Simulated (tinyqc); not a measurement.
# Worked calculation: double-gate transistor below threshold, two-dimensional Poisson equation on a small mesh

Computed by the program tinyqc: `OMP_NUM_THREADS=1 python tinyqc.py 2480160 2480161 out.jsonl`, one thread of a shared Intel Xeon 2.30GHz, about 0.2 s for the whole run. Printed values are rounded.

Half of a symmetric double-gate structure: row 0 is the mid-plane of the body, where the normal field vanishes. Mobile charge is neglected (subthreshold), the body is fully depleted, and potentials are counted from the intrinsic level; rows run upward to the gate, columns from source to drain.

Inputs (values chosen for the exercise); semiconductor permittivity close to that of silicon:
- T = 273 K (temperature)
- eps_r = 11.8 (relative permittivity of the semiconductor)
- eox = 22 (relative permittivity of the insulator)
- tb = 6 nm (half the body thickness)
- tox = 4.2 nm (insulator thickness)
- L = 22 nm (channel length)
- Na = 1.3e18 cm^-3 (acceptor density of the depleted body)
- Vbi = 0.53 V (potential of the source)
- Vfb = 0.01 V (gate offset)
- Vg = 0.05 V (gate voltage)
- Vd = 0.3 V (drain voltage)

Constants: q = 1.602176634e-19 C, kB = 1.380649e-23 J/K, Vt = kB T/q, eps0 = 8.8541878128e-14 F/cm where lengths are in cm. Results are converted to the units shown.

## Coefficients of the five-point equations

Mesh: rows i = 0..3 in the semiconductor (step hs = tb/3, row 3 on the interface), then 2 step(s) ho = tox/2 up to the gate row 5; columns j = 0..7 (step hy = L/7). Box integration, divided by eps0: up_i = eps hy/h of the interval above row i, dn_i = that of the interval below (0 for row 0), lat_i = (sum of eps h/2 over the intervals above and below)/hy, s_i = -q Na w_i hy/eps0 with w_i the semiconductor height of the box (hs/2 for row 0 and the interface row, hs between, 0 in the insulator). Each free node obeys (up + dn + 2 lat) psi = up psi(above) + dn psi(below) + lat [psi(left) + psi(right)] + s.

```
row       up       dn      lat       s (V)
0    18.5429        0  3.75455  -0.0739315
1    18.5429  18.5429  7.50909   -0.147863
2    18.5429  18.5429  7.50909   -0.147863
3    32.9252  18.5429  11.1045  -0.0739315
4    32.9252  32.9252     14.7           0
```

## Iteration 1: Jacobi sweep

psi at the start (fixed values on the edges, free nodes at zero) (V):
```
            j=0       j=1       j=2       j=3       j=4       j=5       j=6       j=7
row 0  0.530000  0.000000  0.000000  0.000000  0.000000  0.000000  0.000000  0.830000
row 1  0.530000  0.000000  0.000000  0.000000  0.000000  0.000000  0.000000  0.830000
row 2  0.530000  0.000000  0.000000  0.000000  0.000000  0.000000  0.000000  0.830000
row 3  0.530000  0.000000  0.000000  0.000000  0.000000  0.000000  0.000000  0.830000
row 4  0.285000  0.000000  0.000000  0.000000  0.000000  0.000000  0.000000  0.435000
row 5  0.040000  0.040000  0.040000  0.040000  0.040000  0.040000  0.040000  0.040000
```

Free nodes: rows 0..4, columns 1..6, taken row by row from row 0, left to right. t = (up psi(above) + dn psi(below) + lat [psi(left) + psi(right)] + s)/(up + dn + 2 lat), with all neighbours from the previous sweep; psi(new) = t.

psi after iteration 1 (V):
```
            j=0       j=1        j=2        j=3        j=4        j=5       j=6       j=7
row 0  0.530000  0.073545  -0.002838  -0.002838  -0.002838  -0.002838  0.116780  0.830000
row 1  0.530000  0.073545  -0.002838  -0.002838  -0.002838  -0.002838  0.116780  0.830000
row 2  0.530000  0.073545  -0.002838  -0.002838  -0.002838  -0.002838  0.116780  0.830000
row 3  0.530000  0.078878  -0.001003  -0.001003  -0.001003  -0.001003  0.124093  0.830000
row 4  0.285000  0.057811   0.013827   0.013827   0.013827   0.013827  0.080960  0.435000
row 5  0.040000  0.040000   0.040000   0.040000   0.040000   0.040000  0.040000  0.040000
```

## Iteration 2: Jacobi sweep

As before.

psi after iteration 2 (V):
```
            j=0       j=1       j=2        j=3        j=4       j=5       j=6       j=7
row 0  0.530000  0.125482  0.005332  -0.005676  -0.005676  0.011563  0.199491  0.830000
row 1  0.530000  0.125482  0.005332  -0.005676  -0.005676  0.011563  0.199491  0.830000
row 2  0.530000  0.127380  0.005985  -0.005023  -0.005023  0.012216  0.202093  0.830000
row 3  0.530000  0.123071  0.016198   0.004159   0.004159  0.023013  0.189513  0.830000
row 4  0.285000  0.087210  0.024536   0.017748   0.017748  0.028108  0.125990  0.435000
row 5  0.040000  0.040000  0.040000   0.040000   0.040000  0.040000  0.040000  0.040000
```

## Course of the iteration: Jacobi sweep

Stop when the largest change of psi is below 1e-7 V, or after 400 iterations. Fixed values: gate row Vg - Vfb; column 0 at Vbi and the last column at Vbi + Vd in the semiconductor, each running linearly to Vg - Vfb across the insulator.

Course of the iteration:
```
iteration  psi at row 0, j = 3 (V)  largest |change| of one entry (V)
1                      -0.00283785                              0.124
2                      -0.00567570                             0.0853
3                      -0.00692710                             0.0619
4                      -0.00584549                             0.0472
5                      -0.00185079                             0.0354
6                       0.00465849                             0.0289
7                        0.0127917                             0.0223
8                        0.0222778                             0.0194
9                        0.0323272                             0.0183
...                            ...                                ...
154                       0.212866                            1.76e-7
155                       0.212866                            1.63e-7
156                       0.212866                            1.50e-7
157                       0.212866                            1.39e-7
158                       0.212866                            1.28e-7
159                       0.212866                            1.19e-7
160                       0.212867                            1.10e-7
161                       0.212867                            1.01e-7
162                       0.212867                            9.36e-8
```

Converged in 162 iterations. At the end each change is about 0.92 times the one before: linear convergence.

## Barrier, swing and barrier lowering

converged psi (V):
```
            j=0       j=1       j=2       j=3       j=4       j=5       j=6       j=7
row 0  0.530000  0.358405  0.250939  0.212868  0.243179  0.349279  0.545431  0.830000
row 1  0.530000  0.349408  0.240875  0.203009  0.231821  0.335032  0.531515  0.830000
row 2  0.530000  0.319203  0.210168  0.174122  0.198307  0.290988  0.484267  0.830000
row 3  0.530000  0.255764  0.157877  0.128819  0.145030  0.214180  0.383255  0.830000
row 4  0.285000  0.162805  0.107459  0.090283  0.099417  0.139468  0.234964  0.435000
row 5  0.040000  0.040000  0.040000  0.040000  0.040000  0.040000  0.040000  0.040000
```

d psi/dVg on row 0: j=0 0.000000, j=1 0.316115, j=2 0.532131, j=3 0.635694, j=4 0.635694, j=5 0.532131, j=6 0.316115, j=7 0.000000
d psi/dVd on row 0: j=0 0.00000, j=1 0.03023, j=2 0.07004, j=3 0.13163, j=4 0.23267, j=5 0.39783, j=6 0.65365, j=7 1.00000

The barrier is read along row 0, the path farthest from the gate. Take the node j of lowest psi: barrier Vbi - psi_j; swing Vt ln 10/(d psi_j/dVg); DIBL = (d psi_j/dVd)/(d psi_j/dVg). The derivatives solve the same equations with s = 0 and a unit change of that voltage.

j = 3
barrier = 0.317132 V
swing = 85.2125 mV/decade
DIBL = 207.072 mV/V

A mesh of 12, 8 and 80 steps (semiconductor, insulator, channel) gives a barrier of 0.326 V, a swing of 83.0 mV a decade and a DIBL of 202 mV/V; the small mesh puts the barrier 2.7 % below that.
